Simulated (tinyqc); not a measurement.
Global model of a low-pressure process discharge: electron temperature, density, ion flux and ion energy. From T_e back to height L. Computed by tinyqc, a small Python program. Command: `OMP_NUM_THREADS=1 python tinyqc.py 3113096 3113097 out.jsonl plasma inv`. One thread of a shared host (Intel(R) Xeon(R) Processor @ 2.30GHz), about 0.02 s of CPU time with the checks.

Maxwellian electrons with temperature T_e in eV, one positive ion, no negative ions, uniform bulk density n; rate constants have the Arrhenius form.

Inputs (values chosen for the exercise, of the order of those of an inductive discharge in a simple atomic gas):
```
quantity                     value   unit
ion mass M                      40      u
ionisation prefactor K0    4.3e-14  m^3/s
ionisation energy E_iz        16.4     eV
ion-neutral cross section  1.1e-18    m^2
pressure p                     7.2     Pa
gas temperature T_g            300      K
radius R                        13     cm
```

Constants: k_B = 1.380649e-23 J/K; e = 1.602176634e-19 C; u = 1.6605390666e-27 kg.

Method:
- n_g = p/(k_B T_g); lambda_i = 1/(n_g sigma); h_L = 0.86/sqrt(3 + L/(2 lambda_i)), h_R = 0.8/sqrt(4 + R/lambda_i); A_eff = 2 pi R^2 h_L + 2 pi R L h_R; d_eff = pi R^2 L/A_eff.
- Particle balance: K0 exp(-E_iz/T_e) n_g d_eff = u_B, u_B = sqrt(e T_e/M).
- Root found by bracketing.

Task: A run gave the result below. Find the height L, known to lie between 2.6 and 7.4 cm.

T_e = 1.873903 eV

Result:

Each step takes the trial c = (a f_b - b f_a)/(f_b - f_a), f being the result less the target and a, b, c the logarithms of the listed values; c replaces end b, the old b replaces a if the sign of f changed, and otherwise f_a is halved.

Scan of the range:
```
height L (cm)  T_e (eV)
2.60            2.09635
3.10            2.03035
3.68            1.97079
4.39            1.91425
5.22            1.86323
6.22            1.81598
7.40            1.77338
```

False position (Illinois rule, in the logarithm of the input) inside the bracket:
```
step    end a    end b    trial  T_e (eV)
1     4.39000  5.22000  5.03431   1.87354
2     4.39000  5.03431  5.02223   1.87423
3     5.03431  5.02223  5.02801   1.87390
4     5.02223  5.02801  5.02800   1.87390
```

T_e falls at every point of a 13-point scan of the range (every second point is shown), so one value fits; it is bracketed by 4.39 and 5.22. Answer: height L = 5.028 cm.

Caution: at so short an ion path the formulas for h_L and h_R give way to the ambipolar-diffusion limit.
